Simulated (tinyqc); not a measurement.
Inside a calculation. Model: carrier lifetime of an n-type layer with SRH, radiative, Auger and surface recombination.

tinyqc, about 0.01 s, one thread, Intel Xeon 2.30GHz (shared host): `OMP_NUM_THREADS=1 python tinyqc.py 2300133 2300134 out.jsonl` Printed values are rounded.

Uniform excess density dn = dp (no trapping), n = n0 + dn, p = p0 + dn, Boltzmann statistics, full ionisation. Surfaces enter as a rate 2 S dn/d, which holds while diffusion to them is fast.

Parameters, values chosen for the exercise; band and dielectric values close to those of silicon: temperature T = 300 K; band gap Eg = 1.12 eV; conduction-band density of states at T Nc = 2.76e19 cm^-3; valence-band density of states at T Nv = 2.64e19 cm^-3; radiative coefficient B = 4.68e-15 cm^3/s; donor density N = 5.3e14 cm^-3; Auger coefficient (two electrons) Cn = 2.4e-31 cm^6/s; Auger coefficient (two holes) Cp = 9.3e-32 cm^6/s; trap density Nt = 1.5e12 cm^-3; capture cross-section for electrons sn = 1e-16 cm^2; capture cross-section for holes sp = 2e-14 cm^2; thermal velocity (both carriers) vth = 1.6e7 cm/s; trap level below the conduction band Et = 0.63 eV; surface recombination velocity (both faces) S = 0 cm/s; sample thickness d = 10 um; generation rate G = 1.1e18 cm^-3 s^-1.

Constants: q = 1.602176634e-19 C, kB = 1.380649e-23 J/K, Vt = kB T/q. Results are converted to the units shown.

## Equilibrium densities and SRH constants

ni = sqrt(Nc Nv) exp(-Eg/(2 Vt)), Eg in volts; majority density N/2 + sqrt(N^2/4 + ni^2), n0 p0 = ni^2; n1 = Nc exp(-Et/Vt), p1 = Nv exp((Et - Eg)/Vt); tn0 = 1/(sn vth Nt), tp0 = 1/(sp vth Nt).

ni = 1.05602e10 cm^-3
n0 = 5.30000e14 cm^-3
p0 = 2.10409e5 cm^-3
n1 = 7.20070e8 cm^-3
p1 = 1.54870e11 cm^-3
tn0 = 4.16667e-4 s
tp0 = 2.08333e-6 s

## Starting value

dn = 3e14 cm^-3.

dn at the start = 3e14 cm^-3

## Iteration 1: new dn

With e = n p - ni^2 = dn (n0 + p0 + dn): U_SRH = e/(tp0 (n + n1) + tn0 (p + p1)), U_rad = B e, U_Aug = (Cn n + Cp p) e, U_s = 2 S dn/d. Newton step on ln U(ln dn) = ln G, U the sum: k = d ln U/d ln dn (central difference over factors 1.0001), dn(new) = dn (G/U)^(1/k).

U_SRH = 1.96382e18 cm^-3 s^-1
U_rad = 1.16532e15 cm^-3 s^-1
U_Aug = 5.65479e13 cm^-3 s^-1
U_s = 0 cm^-3 s^-1
k = 0.371292
dn after iteration 1 = 6.28733e13 cm^-3

## Iteration 2: new dn

As before.

U_SRH = 1.35564e18 cm^-3 s^-1
U_rad = 1.74451e14 cm^-3 s^-1
U_Aug = 5.52193e12 cm^-3 s^-1
U_s = 0 cm^-3 s^-1
k = 0.148679
dn after iteration 2 = 1.54060e13 cm^-3

## Course of the iteration

Stop when the step is below 1e-10 of the value, or after 40 iterations.

Course of the iteration:
```
iteration  dn before the step (cm^-3)  step (cm^-3)
1                                3e14      -2.37e14
2                          6.28733e13      -4.75e13
3                          1.54060e13      -2.10e11
4                          1.51965e13        8.01e8
5                          1.51973e13        1.20e4
6                          1.51973e13         < 1e2
```

Converged in 6 iterations.

## Lifetime, shares and quasi-Fermi splitting

converged dn = 1.51973e13 cm^-3

With e = n p - ni^2 = dn (n0 + p0 + dn): U_SRH = e/(tp0 (n + n1) + tn0 (p + p1)), U_rad = B e, U_Aug = (Cn n + Cp p) e, U_s = 2 S dn/d. tau = dn/U, shares of U, splitting Vt ln(n p/ni^2), radiative efficiency U_rad/U.

tau = 1.38157e-5 s
shares (%): SRH 99.9964, radiative 0.0035, Auger 0.0001, surface 0.0000
quasi-Fermi splitting = 0.468531 V

SRH recombination takes the largest share. dn is 0.029 times the doping: low injection.
